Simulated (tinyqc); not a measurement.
Trading HF for NH4F at fixed fluoride: speciation in dilute and buffered hydrofluoric acid, oxide etch rate and bath loading. Computed by tinyqc, a small Python program. Command: `OMP_NUM_THREADS=1 python tinyqc.py 3120667 3120668 out.jsonl hfetch walk`. One thread of a shared host (Intel(R) Xeon(R) Processor @ 2.30GHz), about 0.01 s of CPU time with the checks.

Concentrations stand for activities, NH4+ and Cl- are spectators, and water ionisation is neglected. H, F and HF2 denote the ions H+, F- and HF2-. The base temperature is 298 K.

Inputs (values chosen for the exercise, of the order of those for thermal oxide at room temperature):

| quantity | value | unit |
|---|---|---|
| HF added | 1.8 | mol/L |
| NH4F added | 3.6 | mol/L |
| K1 = [H][F]/[HF] | 0.000702 | mol/L |
| K2 = [HF2]/([HF][F]) | 3.44 | L/mol |
| K3 = [H2F2]/[HF]^2 | 2.93 | L/mol |
| rate constant of neutral HF k_a | 14 | nm L/(min mol) |
| rate constant of HF2 k_b | 67 | nm L/(min mol) |

Method:
- Fluoride balance: [HF] + [F] + 2 [HF2] + 2 [H2F2] = HF added + NH4F added. Acid balance: [H] + [HF] + [HF2] + 2 [H2F2] = HF added + HCl added. For a trial [H], [HF] = [H][F]/K1, and the fluoride balance is a quadratic in [F].
- Rate = k_a ([HF] + 2 [H2F2]) + k_b [HF2], an empirical two-term form.
- Total fluoride is held at HF + NH4F added, without HCl; x is the share added as HF.

Against x:

| x | pH | [F] (mol/L) | [HF] (mol/L) | [HF2] (mol/L) | rate (nm/min) |
|---|---|---|---|---|---|
| 0.05 | 5.6624 | 4.8765e+00 | 0.01511 | 0.2535 | 17.22 |
| 0.15 | 4.9949 | 3.8536e+00 | 0.05555 | 0.7364 | 50.37 |
| 0.30 | 4.3509 | 2.4591e+00 | 0.15615 | 1.3209 | 92.69 |
| 0.40 | 3.9808 | 1.7217e+00 | 0.25637 | 1.5184 | 110.71 |
| 0.50 | 3.6564 | 1.1842e+00 | 0.37215 | 1.5160 | 118.15 |
| 0.60 | 3.3715 | 8.0623e-01 | 0.48828 | 1.3542 | 117.13 |
| 0.75 | 2.9627 | 4.1803e-01 | 0.64884 | 0.9331 | 106.14 |
| 0.90 | 2.4202 | 1.4613e-01 | 0.79110 | 0.3977 | 89.06 |
| 1.00 | 1.3061 | 1.2369e-02 | 0.87072 | 0.0370 | 76.87 |

What follows from these numbers?

[HF2] is largest at x = 0.4 and the rate at x = 0.5 among these rows; HF2 needs both HF and F. At its best the mixture etches 1.54 times as fast as HF alone.

Extremes, crossings and ranges named in words are read from the listed rows.
